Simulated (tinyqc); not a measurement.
# Disorder broadening of a one-dimensional band in the self-consistent Born approximation, step by step

Computed by the program tinyqc: `OMP_NUM_THREADS=1 python tinyqc.py 2720127 2720128 out.jsonl`, one thread of a shared Intel Xeon 2.30GHz, about 0.02 s for the whole run. Printed values are rounded.

The local Green function is G = g0(z - Sigma) with z = E + i eta and g0(z) = 1/(sqrt(z - 2t) sqrt(z + 2t)), principal roots; the self-energy is Sigma = D G. The density of states is -Im G/pi.

Parameters, values chosen for the exercise:
```
symbol  value  unit                             meaning
t         0.4    eV                             hopping
D       0.012  eV^2  variance of the random site energy
eta     0.012    eV                     bare broadening
E         0.6    eV         energy from the band centre
mix       0.3                                    mixing
```

Constants: q = 1.602176634e-19 C, hbar = 1.054571817e-34 J s. Results are converted to the units shown.

Range of the model: The self-consistent Born approximation misses band tails from rare fluctuations and localisation.

## Iteration 1: Born step

Sigma at the start = 0.00000+0.00000i eV

G = g0(z - Sigma), Sigma(out) = D G, Sigma(new) = Sigma + mix (Sigma(out) - Sigma).

G = 0.04848-1.88747i 1/eV
Sigma(out) = 0.0005817-0.0226496i eV
Sigma after iteration 1 = (0.17452-6.79489i) x 1e-3 eV

Sigma(out) of this first step, from Sigma = 0, is the plain (first) Born approximation.

## Iteration 2: Born step

As before.

G = 0.07556-1.88338i 1/eV
Sigma(out) = 0.0009067-0.0226005i eV
Sigma after iteration 2 = 0.0003942-0.0115366i eV

## Iteration 3: Born step

As before.

G = 0.09414-1.87928i 1/eV
Sigma(out) = 0.0011296-0.0225514i eV
Sigma after iteration 3 = 0.0006148-0.0148410i eV

## Course of the iteration

Stop when |Sigma(out) - Sigma| is below 1e-10 eV, or after 300 iterations; the start is Sigma = 0.

Course of the iteration:
```
iteration  Re Sigma (1e-3 eV)  Im Sigma (eV)  |Sigma(out) - Sigma| (eV)
1                     0.17452     -0.0067949                     0.0227
2                     0.39417     -0.0115366                     0.0158
3                     0.61481     -0.0148410                     0.0110
4                     0.81510     -0.0171415                    7.70e-3
5                     0.98674     -0.0187417                    5.36e-3
6                     1.12845     -0.0198541                    3.74e-3
7                     1.24246     -0.0206268                    2.60e-3
8                     1.33246     -0.0211634                    1.81e-3
9                     1.40246     -0.0215359                    1.26e-3
...                       ...            ...                        ...
47                    1.61731     -0.0223767                    1.34e-9
48                    1.61731     -0.0223767                   9.36e-10
49                    1.61731     -0.0223767                   6.52e-10
50                    1.61731     -0.0223767                   4.54e-10
51                    1.61731     -0.0223767                   3.16e-10
52                    1.61731     -0.0223767                   2.20e-10
53                    1.61731     -0.0223767                   1.53e-10
54                    1.61731     -0.0223767                   1.07e-10
55                    1.61731     -0.0223767                   7.43e-11
```

Converged in 55 iterations. At the solution d Sigma(out)/d Sigma = -0.0127+0.045i, so the error shrinks by |1 - mix + mix times that| = 0.696 a step.

## Density of states and lifetime

converged Sigma = 0.0016173-0.0223767i eV

G = Sigma/D, density of states -Im G/pi, lifetime hbar/(2 |Im Sigma|); without disorder the density of states is -Im g0(z)/pi.

density of states = 0.593560 1/eV
lifetime = 14.7075 fs
density of states without disorder = 0.600800 1/eV

Disorder makes the density of states at this energy 1.2 % below the clean value.
